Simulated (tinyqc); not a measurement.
Shallow donor in effective-mass theory, with valley-orbit splitting: one step. Levels and ground state. Five cases, with inputs chosen for the exercise.

Question. Diagonalise. For the lowest state give the amplitudes (positive) and (sum of amplitudes)^2/6, the contact density relative to no strain.

Case 1.

H (meV), lower triangle:
```
,+x,-x,+y,-y,+z,-z
+x,-46.17333
-x,-3.11000,-46.17333
+y,-3.87000,-3.87000,-46.17333
-y,-3.87000,-3.87000,-3.11000,-46.17333
+z,-3.87000,-3.87000,-3.87000,-3.87000,-13.97333
-z,-3.87000,-3.87000,-3.87000,-3.87000,-3.11000,-13.97333
```

Case 2.

H (meV), lower triangle:
```
,+x,-x,+y,-y,+z,-z
+x,-32.91667
-x,-1.51000,-32.91667
+y,-2.18000,-2.18000,-32.91667
-y,-2.18000,-2.18000,-1.51000,-32.91667
+z,-2.18000,-2.18000,-2.18000,-2.18000,-45.01667
-z,-2.18000,-2.18000,-2.18000,-2.18000,-1.51000,-45.01667
```

Case 3.

H (meV), lower triangle:
```
,+x,-x,+y,-y,+z,-z
+x,-39.24667
-x,-2.94000,-39.24667
+y,-3.67000,-3.67000,-39.24667
-y,-3.67000,-3.67000,-2.94000,-39.24667
+z,-3.67000,-3.67000,-3.67000,-3.67000,-23.44667
-z,-3.67000,-3.67000,-3.67000,-3.67000,-2.94000,-23.44667
```

Case 4.

H (meV), lower triangle:
```
,+x,-x,+y,-y,+z,-z
+x,-23.19000
-x,-1.45000,-23.19000
+y,-2.27000,-2.27000,-23.19000
-y,-2.27000,-2.27000,-1.45000,-23.19000
+z,-2.27000,-2.27000,-2.27000,-2.27000,-60.99000
-z,-2.27000,-2.27000,-2.27000,-2.27000,-1.45000,-60.99000
```

Case 5.

H (meV), lower triangle:
```
,+x,-x,+y,-y,+z,-z
+x,-42.74333
-x,-1.52000,-42.74333
+y,-2.22000,-2.22000,-42.74333
-y,-2.22000,-2.22000,-1.52000,-42.74333
+z,-2.22000,-2.22000,-2.22000,-2.22000,-30.94333
-z,-2.22000,-2.22000,-2.22000,-2.22000,-1.52000,-30.94333
```

Give: levels; amplitudes; relative contact density.

Answer.

Case 1.

levels (meV): -59.826  -43.063  -43.063  -41.543  -14.280  -10.863

amplitudes: +x 0.4844, -x 0.4844, +y 0.4844, -y 0.4844, +z 0.1754, -z 0.1754

relative contact density = 0.8727

The z valleys hold 6.2 % of the ground state, against 33.3 % without strain.

Case 2.

levels (meV): -49.937  -43.507  -35.377  -31.407  -31.407  -30.067

amplitudes: +x 0.2420, -x 0.2420, +y 0.2420, -y 0.2420, +z 0.6188, -z 0.6188

relative contact density = 0.8107

The z valleys hold 76.6 % of the ground state, against 33.3 % without strain.

Case 3.

levels (meV): -53.501  -36.307  -36.307  -34.847  -22.413  -20.507

amplitudes: +x 0.4669, -x 0.4669, +y 0.4669, -y 0.4669, +z 0.2528, -z 0.2528

relative contact density = 0.9389

The z valleys hold 12.8 % of the ground state, against 33.3 % without strain.

Case 4.

levels (meV): -63.636  -59.540  -27.984  -21.740  -21.740  -20.100

amplitudes: +x 0.0916, -x 0.0916, +y 0.0916, -y 0.0916, +z 0.6951, -z 0.6951

relative contact density = 0.5143

The z valleys hold 96.6 % of the ground state, against 33.3 % without strain.

Case 5.

levels (meV): -50.848  -41.223  -41.223  -39.823  -30.319  -29.423

amplitudes: +x 0.4732, -x 0.4732, +y 0.4732, -y 0.4732, +z 0.2285, -z 0.2285

relative contact density = 0.9202

The z valleys hold 10.4 % of the ground state, against 33.3 % without strain.

Computed by tinyqc, one run a case: `OMP_NUM_THREADS=1 python tinyqc.py N N+1 out.jsonl` with N = 1251978, 1252374, 1252446, 1280203, 1280220; one thread of a shared Intel(R) Xeon(R) Processor @ 2.30GHz, about 0.01 s a run at most.
